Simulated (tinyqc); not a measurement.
Pinning of the barrier by interface states.

Cowley-Sze model with the space charge neglected: phiB = S (phiM - chi) + (1 - S)(Eg - phi0), S = 1/(1 + q Dit dl/(eps0 ei)), dl in cm.

Parameters, values chosen for the exercise; band and dielectric values close to those of silicon: band gap Eg = 1.1 eV; electron affinity chi = 4.03 eV; thickness of the interfacial layer dl = 0.5 nm; relative permittivity of the interfacial layer ei = 1; neutral level above the valence band phi0 = 0.47 eV; metal work function phiM = 4.47 eV.

Constants: q = 1.602176634e-19 C, eps0 = 8.8541878128e-14 F/cm where lengths are in cm. Results are converted to the units shown.

Result of one run:
```
S        phiB (eV)  change of phiB for 0.5 eV more work function (eV)
0.97357    0.44502                                            0.48679
```

Which density of interface states Dit gave this result: 3e11, 1e12, 1e14, 3e14 or 1e15 cm^-2 eV^-1?

Dit = 3e11 cm^-2 eV^-1.

The whole series:
```
Dit (cm^-2 eV^-1)         S  phiB (eV)  change of phiB for 0.5 eV more work function (eV)
1e11                0.99103    0.44170                                            0.49552
3e11                0.97357    0.44502                                            0.48679
1e12                0.91703    0.45576                                            0.45852
3e12                0.78652    0.48056                                            0.39326
1e13                0.52500    0.53025                                            0.26250
3e13                0.26923    0.57885                                            0.13462
1e14               0.099527    0.61109                                           0.049763
3e14               0.035533    0.62325                                           0.017767
1e15               0.010932    0.62792                                          0.0054659
```

S falls from 0.991 to 0.0109, passing 1/2 at Dit = eps0 ei/(q dl) = 1.11e13 cm^-2 eV^-1. The barrier rises from 0.442 to 0.628 eV, from near the Schottky-Mott value phiM - chi = 0.440 eV towards the pinned value Eg - phi0 = 0.630 eV.

tinyqc, about 0.04 s, one thread, Intel Xeon 2.30GHz (shared host): `OMP_NUM_THREADS=1 python tinyqc.py 2020091 2020092 out.jsonl`
